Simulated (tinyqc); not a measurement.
Inside a calculation. Model: sub-threshold conduction and electro-thermal threshold of an amorphous chalcogenide.

Program tinyqc, `OMP_NUM_THREADS=1 python tinyqc.py 2490014 2490015 out.jsonl`; Intel Xeon 2.30GHz, shared host, one thread, about 0.01 s. Printed values are rounded.

Trap-limited conduction: I = I0 exp(-Ea/kB T) sinh(q V dz/(2 ua kB T)), I0 = 2 q A Nt dz/ta. One lumped temperature T = T0 + Rt I V. The threshold is the largest V for which a steady state exists on the low-current branch.

Inputs (values chosen for the exercise); values of the order of Ge-Sb-Te and related chalcogenides: ambient temperature T0 = 300 K; cross-section A = 2700 nm^2; amorphous thickness ua = 43 nm; distance between traps dz = 7.9 nm; activation energy Ea = 0.35 eV; trap density Nt = 1.1e19 cm^-3; attempt time ta = 1e-14 s; thermal resistance Rt = 7.4 K/uW; voltage across the amorphous layer V = 1.02 V.

Constants: q = 1.602176634e-19 C, kB = 1.380649e-23 J/K. Results are converted to the units shown.

Range of the model: Purely electronic switching mechanisms, filaments and series resistance are left out.

## Isothermal quantities

I0, the low-field resistance 2 ua kB T0 exp(Ea/kB T0)/(q dz I0), the slope voltage V0 = 2 ua kB T0/(q dz), and I at V without heating.

I0 = 7.51837 mA
low-field resistance = 28.3781 Mohm
V0 = 0.281427 V
I without heating = 0.185821 uA

## Iteration 1: self-heating

T at the start = 300 K

I at the present T, then T(new) = T0 + Rt I V.

I = 0.185821 uA
T after iteration 1 = 301.403 K

## Iteration 2: self-heating

As before.

I = 0.194590 uA
T after iteration 2 = 301.469 K

## Course of the iteration

Stop when T changes by less than 1e-7 K; give up above 900 K or after 200 iterations.

Course of the iteration:
```
iteration	T(new) (K)	I (uA)	change (K)
1	301.403	0.185821	1.40
2	301.469	0.194590	0.0662
3	301.472	0.195012	3.18e-3
4	301.472	0.195033	1.53e-4
5	301.472	0.195034	7.38e-6
6	301.472	0.195034	3.55e-7
7	301.472	0.195034	1.71e-8
```

Converged in 7 iterations. The loop gain dT(new)/dT is 0.048; it reaches 1 at the threshold, 1.584 V.
